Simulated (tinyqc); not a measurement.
AlGaN/GaN HEMT with access regions, lumped model: two steps of the calculation.

A polarisation-induced electron sheet under a Schottky gate, in series with two ungated access regions and contacts. Drift law v = mu E/(1 + mu E/vs) under the gate. Currents in mA/mm, resistances in ohm mm. No self-heating, no channel-length modulation; fits for polarisation, barrier and offset are chosen for the exercise.

Values chosen for this exercise; values close to those of AlGaN/GaN structures:

| symbol | value | unit | meaning |
|---|---|---|---|
| x | 0.33 |  | aluminium share of the barrier |
| d | 25 | nm | barrier thickness |
| eps_r | 9.2 |  | relative permittivity of barrier and channel |
| mu | 1800 | cm^2/(V s) | channel mobility |
| vs | 1.2e7 | cm/s | saturation velocity |
| Lg | 1.5 | um | gate length |
| Ls | 2 | um | source access length |
| Ld | 12 | um | drain access length |
| Rc | 0.22 | ohm mm | resistance of each contact |
| ft | 0.49 |  | share of the drain-access electrons removed by traps |
| Vg | 1 | V | gate voltage |
| Ec | 2.9 | MV/cm | critical field |
| te | 0.41 | um | depth over which the depleted charge spreads |
| tf | 200 | nm | insulator under the field plate |
| ei | 7 |  | relative permittivity of that insulator |

Constants: q = 1.602176634e-19 C, eps0 = 8.8541878128e-14 F/cm where lengths are in cm. Results are converted to the units shown.

Task 1. Polarisation charge, threshold and sheet resistance. sigma = (5e13 x + 1.6e13 x^2) cm^-2, phiB = 0.84 + 1.3 x, dEc = 0.7 (1.71 x + x^2) in volts, Cb = eps0 eps_r/d, VT = phiB - dEc - q sigma/Cb, access density n0 = -Cb VT/q. Rsh = 1/(q mu n0); largest access current q n0 vs.

Give: sigma; Cb; VT; n0; Rsh; q n0 vs.

Result 1.

sigma = 1.8242e13 cm^-2
Cb = 0.32583 uF/cm^2
VT = -8.1723 V
n0 = 1.6620e13 cm^-2
Rsh = 208.63 ohm
q n0 vs = 3195.4 mA/mm

Task 2. On-resistance and breakdown. Ron = 2 Rc + Ls/(q mu n0) + Ld/(q mu (1 - ft) n0) + Lg/(mu Cb (Vg - VT)). Off state: a depleted stretch that holds the voltage V has the peak field sqrt(k V), k = 2 q n0/(eps0 eps_r te), so one edge holds V1 = Ec^2/k. The sheet under the plate pinches off at Vf = q n0 (1/Cb + tf/(eps0 ei)); beyond it the gate edge is screened. BV = V1 if Vf >= V1, else Vf + V1, and at most Ec Ld. Specific resistance Ron (Ls + Lg + Ld); figure of merit BV^2 over it.

Give: Ron; Vf; V1; BV; specific resistance; figure of merit.

Result 2.

Ron = 6.0451 ohm mm
Vf = 94.098 V
V1 = 52.741 V
BV = 52.741 V
specific resistance = 0.93700 mohm cm^2
figure of merit = 2.9686 MW/cm^2

The plate pinches off too late to screen the gate edge, so it adds nothing.

Computed by the program tinyqc: `OMP_NUM_THREADS=1 python tinyqc.py 2570102 2570103 out.jsonl`, one thread of a shared Intel Xeon 2.30GHz, about 0.02 s for the whole run.
